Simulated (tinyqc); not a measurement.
What moves the results: optical gain and spontaneous emission in a bulk direct-gap semiconductor. A value that a table varies takes the place of the one given here.

Parabolic bands, vertical transitions, no excitons. For each hole band j: mr = me mj/(me + mj); joint density of states J_j(E) = (mr/c)^(3/2) sqrt(E - Eg)/(2 pi^2), both spins, c = hbar^2/2m0; averaged matrix element |e.p|^2 = m0 Ep/6; alpha_j(E) = 4 pi^2 alpha_f c Ep J_j/(3 nr E) in 1/angstrom (alpha_f the fine-structure constant, listed as alpha among the constants), times 1e8 for 1/cm.

F_j(eta) = (1/Gamma(j + 1)) integral_0^infinity x^j dx/(1 + exp(x - eta)), which tends to exp(eta) for eta << 0.

Quasi-Fermi levels: n = Nc F_1/2(Fc/kT) and p = Nv F_1/2(Fv/kT), Fc counted up from the conduction edge and Fv down from the valence edge; Nc, Nv from N = 2 (m kB T/(4 pi c))^(3/2) with c = hbar^2/2m0, in 1/angstrom^3; times 1e24 for 1/cm^3, with me and (mhh^(3/2) + mlh^(3/2))^(2/3).

For band j the electron sits at Ee = (E - Eg) mr/me above its edge and the hole at Eh = (E - Eg) mr/mj; fe = 1/(1 + exp((Ee - Fc)/kT)), fh = 1/(1 + exp((Eh - Fv)/kT)); gain g = sum_j alpha_j (fe + fh - 1).

Spontaneous rate: R = integral of (nr E/(hbar c))^2/(pi^2 hbar) sum_j alpha_j fe fh dE, with alpha in 1/cm and (nr E/(hbar c))^2 in 1/cm^2 (1e16 per 1/angstrom^2); B = R/(n p); lifetime n/R.

Constants: hbar^2/2m0 = 3.80998211 eV angstrom^2; fine-structure constant alpha = 0.007297352564; kB = 8.617333262e-05 eV/K; hbar = 6.58211957e-16 eV s; hbar c = 1973.269805 eV angstrom.

Parameters, chosen for this exercise (near those of GaAs; not measured data): Eg = 1.436 eV (direct gap); me = 0.0666 m0 (electron mass); mhh = 0.475 m0 (heavy-hole mass); mlh = 0.0786 m0 (light-hole mass); Ep = 26.7 eV (Kane energy); nr = 3.57 (refractive index); T = 300 K; n = 1.3e+18 1/cm^3 (injected density, n = p).

## Peak gain against injection

The peak is the largest g over E; a dash marks no gain.

Gain:

| n (1/cm^3) | Fc (eV) | Fv (eV) | peak gain (1/cm) | peak E - Eg (eV) | B (cm^3/s) |
|---|---|---|---|---|---|
| 5.9e+17 | 0.0204 | -0.0692 | - | - | 2.51e-10 |
| 9.5e+17 | 0.0400 | -0.0565 | - | - | 2.36e-10 |
| 1.4e+18 | 0.0589 | -0.0460 | 63 | 0.0045 | 2.19e-10 |
| 1.7e+18 | 0.0697 | -0.0406 | 206 | 0.0105 | 2.10e-10 |
| 2.1e+18 | 0.0828 | -0.0348 | 421 | 0.0182 | 1.99e-10 |
| 2.7e+18 | 0.1004 | -0.0276 | 743 | 0.0287 | 1.84e-10 |
| 3.6e+18 | 0.1240 | -0.0193 | 1191 | 0.0429 | 1.67e-10 |
| 4.7e+18 | 0.1499 | -0.0113 | 1672 | 0.0576 | 1.51e-10 |

transparency density (Fc + Fv = 0) = 1.19e+18 1/cm^3

How do the results move?

Gain starts at 1.19e+18 1/cm^3, where Fc = -Fv = 0.0505 eV: with Nv/Nc = 20 the electrons must be degenerate before the holes are. The slope of peak gain against n is 4.78e-16 cm^2 between the first two rows with gain and 4.38e-16 between the last two; the peak moves from 0.0045 to 0.0576 eV above the gap as the bands fill, and B falls by a factor 1.67. Line broadening and gap shrinkage are left out.

## Gain spectrum

At the density n.

Spectrum:

| E - Eg (eV) | alpha, empty (1/cm) | fe, heavy | fh, heavy | g (1/cm) |
|---|---|---|---|---|
| 0.005 | 1917 | 0.876 | 0.132 | 16 |
| 0.010 | 2702 | 0.857 | 0.130 | -36 |
| 0.020 | 3795 | 0.810 | 0.124 | -236 |
| 0.030 | 4617 | 0.752 | 0.119 | -548 |
| 0.045 | 5597 | 0.646 | 0.112 | -1220 |
| 0.060 | 6398 | 0.523 | 0.105 | -2112 |
| 0.080 | 7290 | 0.357 | 0.096 | -3520 |
| 0.100 | 8044 | 0.220 | 0.088 | -4969 |
| 0.130 | 8996 | 0.093 | 0.078 | -6875 |
| 0.170 | 10032 | 0.026 | 0.065 | -8763 |
| 0.220 | 11067 | 0.005 | 0.052 | -10353 |

Fc + Fv = 0.0070 eV

How do the results move?

g is positive below E - Eg = 0.0070 eV; the largest value listed is 16 1/cm at 0.005 eV. At 0.220 eV above the gap g is -0.94 times the absorption of the empty crystal, whose limit is -1.

## Transparency density and B against temperature

Eg is held fixed; B is taken at n = 1e15 1/cm^3.

Results:

| T (K) | transparency density (1/cm^3) | Fc/kT there | B (cm^3/s) |
|---|---|---|---|
| 100 | 2.29e+17 | 1.952 | 1.44e-09 |
| 150 | 4.20e+17 | 1.952 | 7.89e-10 |
| 200 | 6.46e+17 | 1.952 | 5.15e-10 |
| 250 | 9.03e+17 | 1.952 | 3.70e-10 |
| 300 | 1.19e+18 | 1.952 | 2.83e-10 |
| 350 | 1.50e+18 | 1.952 | 2.25e-10 |
| 400 | 1.83e+18 | 1.952 | 1.85e-10 |
| 500 | 2.56e+18 | 1.952 | 1.34e-10 |

What does this show, and why?

Fc/kT at transparency stays at 1.952, since it depends on Nv/Nc alone, so the density goes as T^1.50. B goes as T^-1.48, against T^-1.5 for non-degenerate carriers: hot carriers spread over k and fewer pairs share a wave vector.

## What moves transparency and gain

Transparency is Fc + Fv = 0; the peak is the largest g over E at the density n (0 if none). Each row changes one parameter from the base and keeps the others.

Results:

| case | transparency density (1/cm^3) | Fc + Fv (eV) | peak gain (1/cm) |
|---|---|---|---|
| base | 1.19e+18 | 0.0070 | 26 |
| me = 0.0766 m0 | 1.36e+18 | -0.0033 | 0 |
| mhh = 0.285 m0 | 9.18e+17 | 0.0264 | 232 |
| Ep = 29.4 eV | 1.19e+18 | 0.0070 | 28 |
| T = 340 K | 1.43e+18 | -0.0083 | 0 |
| n = 1.69e+18 1/cm^3 | 1.19e+18 | 0.0286 | 201 |
| nr = 3.75 | 1.19e+18 | 0.0070 | 24 |

How do the results move?

The largest shifts from the base row, up to three for each result and ties (the steps differ in size, so this ranks the rows, not the parameters). transparency density (1/cm^3): mhh -2.70e+17, T +2.45e+17, me +1.71e+17; unchanged at the printed digits by Ep, n and nr. Fc + Fv (eV): n +0.0215, mhh +0.0194, T -0.0153; unchanged at the printed digits by Ep and nr. peak gain (1/cm): mhh +206, n +176, me -26, T -26.

Program tinyqc; command `OMP_NUM_THREADS=1 python tinyqc.py 1682795 1682796 out.jsonl`; about 0.07 s on one thread of a shared Intel(R) Xeon(R) Processor @ 2.30GHz.
